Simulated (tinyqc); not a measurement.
Inside a calculation. Model: charge stability of a double quantum dot, constant-interaction model with a charge sensor.

Numbers from tinyqc (`OMP_NUM_THREADS=1 python tinyqc.py 2470015 2470016 out.jsonl`; about 0.01 s on one thread of a shared Intel Xeon 2.30GHz). Printed values are rounded.

Capacitance matrix C = [[C1, -Cm], [-Cm, C2]], C1 = G1 + X1 + Cm + L1, C2 = G2 + X2 + Cm + L2. Gate charges n1 = (G1 V1 + X1 V2)/q, n2 = (X2 V1 + G2 V2)/q. The state (N1, N2) has U = (1/2) d^T E d with d = (N1 - n1, N2 - n2) and E = q^2 C^(-1). Leads at 0 V; no tunnel coupling, spin or level spacing. The sensor reads s1 <N1> + s2 <N2>.

Parameters, values chosen for the exercise:

| symbol | value | unit | meaning |
|---|---|---|---|
| G1 | 5.4 | aF | gate 1 to dot 1 |
| G2 | 7.2 | aF | gate 2 to dot 2 |
| X1 | 1.4 | aF | gate 2 to dot 1 |
| X2 | 0.96 | aF | gate 1 to dot 2 |
| Cm | 11 | aF | between the dots |
| L1 | 41 | aF | dot 1 to leads and ground |
| L2 | 42 | aF | dot 2 to leads and ground |
| s1 | 0.78 |  | sensor weight of dot 1 |
| s2 | 0.25 |  | sensor weight of dot 2 |
| T | 1.1 | K | temperature |
| V1 | 34.6 | mV | voltage of gate 1 |
| V2 | 2.55 | mV | voltage of gate 2 |

Constants: q = 1.602176634e-19 C, kB = 1.380649e-23 J/K, Vt = kB T/q. Results are converted to the units shown.

## Charging energies and lever arms

E = q^2 C^(-1) holds EC1, EC2 on the diagonal and ECm off it; the lever arms are A = C^(-1) [[G1, X1], [X2, G2]] (row: dot, column: gate).

C (aF):

|  | 1 | 2 |
|---|---|---|
| 1 | 58.8 | -11 |
| 2 | -11 | 61.16 |

E (meV):

|  | 1 | 2 |
|---|---|---|
| 1 | 2.81966 | 0.50713 |
| 2 | 0.50713 | 2.71086 |

lever arms (eV/V):

|  | 1 | 2 |
|---|---|---|
| 1 | 0.098073 | 0.047429 |
| 2 | 0.033336 | 0.126254 |

gate charges: n1 1.18845, n2 0.32191

ECm is 18.3 % of the geometric mean of EC1 and EC2.

## Energies and occupation of the charge states

U for N1, N2 = 0, 1, 2; p is proportional to exp(-U/kB T), normalised over these nine states.

| state | U (meV) | p |
|---|---|---|
| (0,0) | 2.32573 | 0.000000 |
| (0,1) | 2.20580 | 0.000000 |
| (0,2) | 4.79673 | 0.000000 |
| (1,0) | 0.22129 | 0.982941 |
| (1,1) | 0.60849 | 0.016539 |
| (1,2) | 3.70656 | 0.000000 |
| (2,0) | 0.93651 | 0.000520 |
| (2,1) | 1.83085 | 0.000000 |
| (2,2) | 5.43605 | 0.000000 |

mean charges: <N1> 1.00052, <N2> 0.01654
sensor signal = 0.784540

The ground state is (1,0), 0.387 meV (4.08 kB T) below (1,1).

## Triple points

The states (0,0), (1,0), (0,1) meet where E n = (EC1/2, EC2/2), and (1,1), (1,0), (0,1) where E n = (EC1/2 + ECm, EC2/2 + ECm); the gate voltages follow from n.

gate charges:

|  | n1 | n2 |
|---|---|---|
| electron point | 0.424350 | 0.420615 |
| hole point | 0.575650 | 0.579385 |

gate voltages (mV):

|  | V1 | V2 |
|---|---|---|
| electron point | 10.5278 | 7.9560 |
| hole point | 14.2288 | 10.9956 |

distance between the points = 4.78922 mV

The line between the two points is the (1,0)-(0,1) transition, where an electron moves from dot to dot.
